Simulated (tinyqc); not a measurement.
Length of a molecular wire: coherent transport through a tight-binding bridge. Computed by the program tinyqc. T = Gamma_L Gamma_R |G_1n|^2 with the self-energies of semi-infinite chains.

A uniform bridge between two chains:
```
parameter                       value
site energy (eV)             3.830000
hopping in the bridge (eV)   1.100000
lead hopping (eV)            2.710000
couplings (eV)              1.2, 0.41
E (eV)                       0.310000
```

Transmission against length:
```
sites           T      ln T
2      1.2109e-03   -6.7164
3      1.4864e-04   -8.8140
4      1.8305e-05  -10.9084
6      2.7782e-07  -15.0963
7      3.4228e-08  -17.1902
8      4.2169e-09  -19.2842
9      5.1953e-10  -21.3781
10     6.4006e-11  -23.4720
```

Estimate the missing row, sites = 5.

Computed row:
```
sites           T      ln T
5      2.2550e-06  -13.0024
```

E lies outside the band of the bridge (|E - e|/2h = 1.600 > 1), so T decays as exp(-beta n) with beta = 2 arccosh(1.600) = 2.0939 a site; the last two rows give 2.0939.
